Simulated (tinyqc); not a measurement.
A log to judge: velocity overshoot from momentum and energy balance equations after a field step. Computed by tinyqc. Command: `OMP_NUM_THREADS=1 python tinyqc.py 3021182 3021183 out.jsonl overshoot walk`. One thread of a shared host (Intel(R) Xeon(R) Processor @ 2.30GHz), about 0.04 s of CPU time with the checks.

At t = 0 the field jumps from 0 to F in a uniform sample. v is the drift velocity and u = w - (3/2) k_B T the excess energy per carrier.

Inputs (values chosen for the exercise, modelled on holes in silicon except for tau_E): effective mass m = 0.41 m_0; low-field mobility mu_0 = 460 cm^2/(V s); saturation velocity v_s = 0.79 1e7 cm/s; energy relaxation time tau_E = 0.6 ps; field after the step F = 73 kV/cm; lattice temperature T = 300 K; time step dt = 48 fs.

Scheme: explicit Euler.

Constants: m_0 = 9.1093837015e-31 kg; e = 1.602176634e-19 C; k_B = 8.617333262e-05 eV/K.

Method:
- dv/dt = e F/m - v/tau_m(u), du/dt = e F v - u/tau_E, tau_m(u) = tau_0/(1 + c u), tau_0 = m mu_0/e, c = mu_0/(e tau_E v_s^2); this choice gives the steady state v (1 + mu_0 F v/v_s^2) = mu_0 F, which saturates at v_s. Steady velocity v = 2 mu_0 F/(1 + sqrt(1 + 4 (mu_0 F/v_s)^2)); u = e F v tau_E; carrier temperature T + 2u/(3 k_B), neglecting the drift energy m v^2/2.
- Step: v_new = v + dt (e F/m - v/tau_m(u)), u_new = u + dt (e F v - u/tau_E). Start v = u = 0; the distance adds dt (v + v_new)/2.
- Run to 8 times the larger of tau_E and tau_0, but at most 20001 steps, and stop early if |v| > 1000 v_s or u < -1/(2c); the run is accepted if the last v is within 0.5 % of the steady value.

Selected steps, the peak among them:
```
step  t (fs)  v (1e7 cm/s)    u (eV)  distance (nm)
1         48       1.50315  0.000000          3.608
2         96       2.33344  0.052670         12.815
4        192       1.15673  0.193956         31.350
5        240       0.90839  0.218971         36.306
8        384       0.83022  0.256174         48.873
12       576       0.76119  0.281795         63.938
17       816       0.72184  0.296455         81.668
24      1152       0.71380  0.303990        105.724
34      1632       0.71136  0.306843        139.616
49      2352       0.68221  0.307999        190.234
70      3360       0.79019  0.306203        261.069
101     4848      -0.09561  0.325216        366.218
```

Can the last value be used, and what does the course show?

No. The run fails. Linearised at the steady state the two equations have the rates -0.0432 and -0.0031 per fs; the explicit step is stable only for dt < 2 |Re|/|rate|^2 = 46.3 fs, against dt = 48 fs. Reruns converge with time step dt = 4.8; or with scheme = implicit in the damping.
